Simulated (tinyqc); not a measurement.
# Inputs raised by 2 %, one at a time

Model: donor in an ellipsoidal valley (Kohn-Luttinger variational method). Computed by tinyqc, a small Python program. Command: `OMP_NUM_THREADS=1 python tinyqc.py 3031949 3031950 out.jsonl kohnlutt sens`. One thread of a shared host (Intel(R) Xeon(R) Processor @ 2.30GHz), about 0.1 s of CPU time with the checks.

H = -(d^2/dx^2 + d^2/dy^2) - gamma d^2/dz^2 - 2/r in units built on m_t, with gamma = m_t/m_l and z along the valley axis. One valley; no valley-orbit or central-cell term.

Inputs (values chosen for the exercise, modelled on diamond): transverse mass m_t = 0.331 m_0; longitudinal mass m_l = 1.53 m_0; dielectric constant eps = 5.74.

Constants: Ry = 13.605693123 eV; a_0 = 0.529177210903 angstrom.

Method:
- Ry* = Ry m_t/eps^2, a* = a_0 eps/m_t, gamma = m_t/m_l.
- Trial function exp(-sqrt((x^2 + y^2)/a^2 + z^2/b^2)) with beta = b/a < 1: E = t/a^2 - u/a, t = (2 + gamma/beta^2)/3, u = 2 arcsin(sqrt(1 - beta^2))/sqrt(1 - beta^2); the best a is 2 t/u and E(beta) = -u^2/(4 t).
- Golden-section search on beta from 0.05 to 0.999, 60 steps.
- Gaussian basis: g = P exp(-al (x^2 + y^2) - be z^2) with P = 1 (s-like), z (2p0) or x (2p+-); al = 0.004 x 2.6^k, k = 0..11, and be/al = 1, gamma^(-1/2) or 1/gamma (36 functions); 1/r = (2/sqrt(pi)) int exp(-t^2 r^2) dt by 48 Gauss-Legendre points after t = sqrt(al_i + al_j) tan(theta); overlap eigenvalues below 1e-10 are dropped.

Runs:

| input moved | from | to | 2p0 binding energy (meV) | 2p+- binding energy (meV) | radius a of the 1s trial function (angstrom) | radius b of the 1s trial function (angstrom) |
|---|---|---|---|---|---|---|
| base run | - | - | 77.312 | 43.659 | 6.9100 | 4.0262 |
| transverse mass m_t (m_0) | 0.331 | 0.33762 | 78.132 | 44.423 | 6.7957 | 3.9871 |
| longitudinal mass m_l (m_0) | 1.53 | 1.5606 | 78.028 | 43.766 | 6.8886 | 3.9861 |
| dielectric constant eps | 5.74 | 5.8548 | 74.310 | 41.964 | 7.0482 | 4.1067 |

Exponents ln(y'/y) / ln(x'/x):

| input | 2p0 binding energy | 2p+- binding energy | radius a of the 1s trial function | radius b of the 1s trial function |
|---|---|---|---|---|
| transverse mass m_t | 0.533 | 0.875 | -0.842 | -0.493 |
| longitudinal mass m_l | 0.466 | 0.124 | -0.157 | -0.506 |
| dielectric constant eps | -2.000 | -2.000 | 1.000 | 1.000 |

To which inputs is each result most sensitive?

Among the inputs moved here: 2p0 binding energy answers most in size to dielectric constant eps (exponent -2.000), next to transverse mass m_t (+0.533). Its exponent -2.000 in dielectric constant eps: energies scale as 1/eps^2 and lengths as eps. 2p+- binding energy answers most in size to dielectric constant eps (exponent -2.000), next to transverse mass m_t (+0.875). Its exponent -2.000 in dielectric constant eps: energies scale as 1/eps^2 and lengths as eps. Radius a of the 1s trial function answers most in size to dielectric constant eps (exponent +1.000), next to transverse mass m_t (-0.842). Its exponent +1.000 in dielectric constant eps: energies scale as 1/eps^2 and lengths as eps. Radius b of the 1s trial function answers most in size to dielectric constant eps (exponent +1.000), next to longitudinal mass m_l (-0.506). Its exponent +1.000 in dielectric constant eps: energies scale as 1/eps^2 and lengths as eps.

Caution (all rows): a* is only a few bond lengths, so central-cell and valley-orbit terms are large. Caution (all rows): the short radius is only a few bond lengths, so the envelope approximation is rough.
